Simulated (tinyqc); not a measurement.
What each parameter does: exciton in an atomically thin sheet (Rytova-Keldysh potential).

Relative motion in the plane with V(k) = -2 pi q/(k (kap + r0 k)), q = e^2/(4 pi eps0), c = hbar^2/2m0. Normalised Gaussians exp(-a_i r^2): with A = a_i + a_j, S_ij = 2 sqrt(a_i a_j)/A, T_ij = (4c/mu)(a_i a_j/A) S_ij, V_ij = -q S_ij times the integral over k from 0 to infinity of exp(-k^2/4A)/(kap + r0 k).

Converged values use 20 Gaussians with exponents 2^i/b^2, i = -11 to 8, b the larger of a0 kap/(2 mu) and sqrt(a0 r0/mu), a0 = 0.5291772 angstrom; p states use r exp(i theta) exp(-a r^2).

Constants: hbar^2/2m0 = 3.80998211 eV angstrom^2; e^2/(4 pi eps0) = 14.39964547 eV angstrom.

Values chosen for the exercise (near those of a MoTe2 monolayer; not measured data):
- me = 0.591 m0 (electron mass)
- mh = 0.664 m0 (hole mass)
- kap = 4.5 (mean dielectric constant of the surroundings)
- r0 = 76.3 angstrom (screening length of the sheet)
- Eg = 1.34 eV (gap, in these surroundings)

1/mu = 1/me + 1/mh; converged values. Eg is held fixed when kap or r0 changes: the shrinking of the gap by stronger screening, which offsets most of the shift of the 1s line, is left out.

Results for these values:
```
case,1s binding (meV),2s - 1s (meV),2s - 2p (meV),1s line (eV)
base,147.8,103.7,13.3,1.192
```

What happens to each result for kap = 7.2, all else kept?

Answer: 1s binding falls from 147.8 to 96.9; 2s - 1s falls from 103.7 to 74.2; 2s - 2p falls from 13.3 to 6.7; 1s line rises from 1.192 to 1.243.

The same for each parameter in turn:
```
case,1s binding (meV),2s - 1s (meV),2s - 2p (meV),1s line (eV)
base,147.8,103.7,13.3,1.192
me = 0.709 m0,153.3,106.6,14.0,1.187
mh = 0.531 m0,141.2,100.2,12.4,1.199
kap = 7.2,96.9,74.2,6.7,1.243
r0 = 61 angstrom,168.4,121.0,14.4,1.172
Eg = 1.41 eV,147.8,103.7,13.3,1.262
```

Program tinyqc; command `OMP_NUM_THREADS=1 python tinyqc.py 1282777 1282778 out.jsonl`; about 0.05 s on one thread of a shared Intel(R) Xeon(R) Processor @ 2.30GHz.
